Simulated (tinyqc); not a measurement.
# Read current of a NAND string, cells in series solved by shooting, step by step

Numbers from tinyqc (`OMP_NUM_THREADS=1 python tinyqc.py 2142014 2142015 out.jsonl`; about 0.6 s on one thread of a shared Intel Xeon 2.30GHz). Printed values are rounded.

Cells in series, numbered from 0 at the source line (0 V) to the bit line, each followed by a gap resistance Rg. A cell with gate Vg, threshold VT, source Vs and drain Vd passes I = 2 nf K Vt^2 [F(Vs) - F(Vd)]/(1 + th max(Vg - VT, 0)), F(V) = ln^2(1 + exp((Vg - VT - nf V)/(2 nf Vt))). The selected cell has Vg = Vr, the others Vg = Vp.

Values chosen for this exercise; values of the order met in vertical NAND strings:
- T = 358 K (temperature)
- K = 6.8 uA/V^2 (gain factor of a cell)
- nf = 2.3 (slope factor)
- th = 0.16 1/V (mobility reduction factor)
- Rg = 7.8 kohm (resistance of the gap between cells)
- Vbl = 0.3 V (bit-line voltage)
- Vp = 5.9 V (pass voltage)
- Vr = 3.37 V (read voltage on the selected word line)

Constants: q = 1.602176634e-19 C, kB = 1.380649e-23 J/K, Vt = kB T/q. Results are converted to the units shown.

## Step 1: node voltages for a trial current

first trial current = 0.44 uA
thresholds from the source end, cell 0 to 5 (V): -1.9  1.9  -1.9  3.7  -1.9  3.7

For a trial current I start at 0 V and, cell by cell (the selected one is cell 1), solve for the drain: sqrt(F(Vd)) = sqrt(F(Vs) - I/k), k = 2 nf K Vt^2/(1 + th max(Vg - VT, 0)), Vd = [Vg - VT - 2 nf Vt ln(exp(sqrt F) - 1)]/nf, then add I Rg.

node voltage after each cell and gap, trial 1, cell 0 to 5 (V): 0.02213212  0.08472512  0.1073392  0.1568103  0.1798545  0.2339096

## Step 2: node voltages for a trial current

second trial current = 0.51 uA

As before.

node voltage after each cell and gap, trial 2, cell 0 to 5 (V): 0.02566271  0.09925203  0.1255729  0.1844187  0.2113371  0.2770340

## Course of the secant iteration

Secant steps on the end voltage less Vbl, from the two trials; a trial above the saturation current of a cell has no solution and is moved halfway to the previous trial. Stop below 1e-9 V.

Course of the iteration:
```
iteration     I (uA)  end voltage - Vbl (V)  halvings
1          0.5472787                9.59e-4         0
2          0.5457845               -1.40e-5         0
3          0.5458060               -8.61e-9         0
4          0.5458060               7.81e-14         0
```

Converged in 4 iterations to I = 0.54581 uA. The selected cell takes 25.0 % of the bit-line voltage and the gaps together 8.51 %.
